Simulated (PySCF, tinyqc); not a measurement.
Ways to converge the cycle: SCF convergence aids in the sto-6g basis, for H4, spin multiplicity 1. Computed by the program tinyqc with PySCF. RHF with one setting changed at a time; a run stops when the energy changes by less than 1e-09 hartree and the error matrix is below 1e-5. The start is random orbitals. Damping d keeps d of the old density; a shift (hartree) raises the virtual levels; DIIS n extrapolates F over n matrices.

Geometry (angstrom):
```
atom       x       y       z
H     0.0000  0.0000  0.0000
H     0.0000  0.0000  1.1410
H     0.0000  1.7920  0.0000
H     0.0000  1.7920  1.1410
```

lowest restricted solution found by these runs and by PySCF = -2.021934 hartree

Largest element of the error matrix X^T (FDS - SDF) X:
```
iteration    plain  damping 0.3  damping 0.6  shift 0.4   DIIS 3   DIIS 8
1          2.3e-01      2.3e-01      2.3e-01    2.3e-01  2.3e-01  2.3e-01
2          2.3e-01      2.2e-01      2.2e-01    3.8e-01  2.3e-01  2.3e-01
3          7.2e-02      1.4e-01      1.9e-01    4.1e-01  1.9e-01  1.9e-01
4          2.2e-02      7.5e-02      1.5e-01    2.6e-01  1.7e-02  1.7e-02
5          6.6e-03      3.9e-02      1.2e-01    1.4e-01  2.3e-04  1.2e-03
6          2.0e-03      2.0e-02      8.7e-02    7.5e-02  6.3e-05  1.4e-04
8          1.9e-04      5.3e-03      4.7e-02    2.1e-02  2.8e-06  2.5e-07
10         1.7e-05      1.4e-03      2.5e-02    6.3e-03        -        -
14               -      9.8e-05      6.9e-03    5.7e-04        -        -
20               -      1.8e-06      9.8e-04    1.6e-05        -        -
30               -            -      3.8e-05          -        -        -
```

How each run ends:
```
run          iterations  E (hartree)         state
plain                11    -2.021934  lowest found
damping 0.3          21    -2.021934  lowest found
damping 0.6          43    -2.021934  lowest found
shift 0.4            21    -2.021934  lowest found
DIIS 3                9    -2.021934  lowest found
DIIS 8                9    -2.021934  lowest found
```

What does the comparison show, and why?

6 of 6 runs reach the lowest restricted solution found, in 9 to 43 iterations (fastest: DIIS 3, DIIS 8). Plain steps already contract here, so damping only slows them. DIIS 3 and DIIS 8 gain by cancelling the error over several earlier matrices, much as a quasi-Newton step does. The restricted reference is unstable here: a spin-polarised solution lies 0.0041 hartree lower (PySCF), so results built on it describe a poor reference.
